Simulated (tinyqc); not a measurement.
What moves the results: cyclotron resonance of ellipsoidal valleys, Si type. A value that a table varies takes the place of the one given here.

Valleys along [100], [010], [001] (each with its opposite partner), mass ml along the axis and mt across it. B lies in the (1-10) plane, b = (sin(theta)/sqrt2, sin(theta)/sqrt2, cos(theta)). For the angle phi between B and the axis, 1/mc^2 = cos^2(phi)/mt^2 + sin^2(phi)/(mt ml). Resonance: h nu = 2 muB B/mc, h = 2 pi hbar.

Constants: hbar = 6.58211957e-16 eV s; muB = 5.788381798e-05 eV/T.

Values chosen for the exercise (near those of Si; shifted at random, so the results belong to these values and not to a real crystal): ml = 0.889 m0 (longitudinal mass); mt = 0.195 m0 (transverse mass); ths = (0, 10, 25, 35, 55, 70, 90) degrees (angles); g1 = 4.29 (Luttinger gamma1); g2 = 0.34 (gamma2); g3 = 1.45 (gamma3); theta = 76 degrees (angle of B from [001] towards [110]); nu = 9.4 GHz (microwave frequency).

## Rotating the field

mc against theta; [100] and [010] stay equal in this plane.

Cyclotron masses (m0):
```
theta (degrees)   [100]   [001]
0                0.4164  0.1950
10               0.4056  0.1973
25               0.3627  0.2102
35               0.3307  0.2262
55               0.2811  0.2826
70               0.2597  0.3499
90               0.2497  0.4164
```

All valleys give one line at theta = 54.7 degrees, B along [111], with mc = 0.2816. The [001] pair goes from mt to sqrt(ml mt), a factor 2.14; the other four only fall from sqrt(ml mt) to 0.2497, since their angle to B never drops below 45 degrees.

## Heavy and light holes (cyclotron masses of warped hole bands)

E = c k^2 f(n) with f = g1 -/+ 2 sqrt(g2^2 + 3 (g3^2 - g2^2)(nx^2 ny^2 + ny^2 nz^2 + nz^2 nx^2)). For the orbit through k = 0 perpendicular to b = (sin(theta)/sqrt2, sin(theta)/sqrt2, cos(theta)), mc is the mean of 1/f over the directions n in that plane (180 evenly spaced angles). Quantum effects of the lowest levels are left out.

Cyclotron masses (m0):
```
theta (degrees)   heavy   light
0                0.4176  0.1677
10               0.4307  0.1647
25               0.4875  0.1557
35               0.5316  0.1507
55               0.5696  0.1465
70               0.5595  0.1488
90               0.5463  0.1541
```

The heavy mass varies by 36 % over the table, with its largest listed value at 55 degrees ([111] lies at 54.7) and its smallest at 0; the light mass varies by 14.4 %. The warping term enters both with the same size, but it is set against a small inverse mass in one and a large one in the other (along [111], g1 - 2 g3 = 1.39 and g1 + 2 g3 = 7.19).

## What each parameter does

Resonance fields B = h nu mc/(2 muB) of the valleys [100] and [001]. Each row changes one parameter from the base and keeps the others.

Results:
```
case                [100] (T)  [001] (T)
base                   0.0855     0.1272
ml = 1.022 m0          0.0866     0.1342
mt = 0.215 m0          0.0933     0.1350
theta = 80 degrees     0.0847     0.1329
nu = 10.34 GHz         0.0940     0.1399
```

The largest shifts from the base row, up to three for each result and ties (the steps differ in size, so this ranks the rows, not the parameters). [100] (T): nu +0.0085, mt +0.0078, ml +0.0011. [001] (T): nu +0.0127, mt +0.0078, ml +0.0070.

Run: tinyqc, `OMP_NUM_THREADS=1 python tinyqc.py 1281166 1281167 out.jsonl`; Intel(R) Xeon(R) Processor @ 2.30GHz, one thread, shared host; about 0.01 s of CPU time with all checks.
